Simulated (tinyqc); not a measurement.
Worked calculation: tight binding, honeycomb lattice. One step of it, computed by the program tinyqc.

Problem. Levels at k. Diagonalise the Hermitian matrix.

H(k) at k (eV):
```
                    A                   B
A            0.083396  1.439451-1.231078i
B  1.439451+1.231078i            0.083396
```

Give: eigenvalues; weights |c|^2 of the basis functions.

Solution.

eigenvalues (eV): -1.811  1.977

weights |c|^2 of the basis functions:
```
   band 1  band 2
A   0.500   0.500
B   0.500   0.500
```
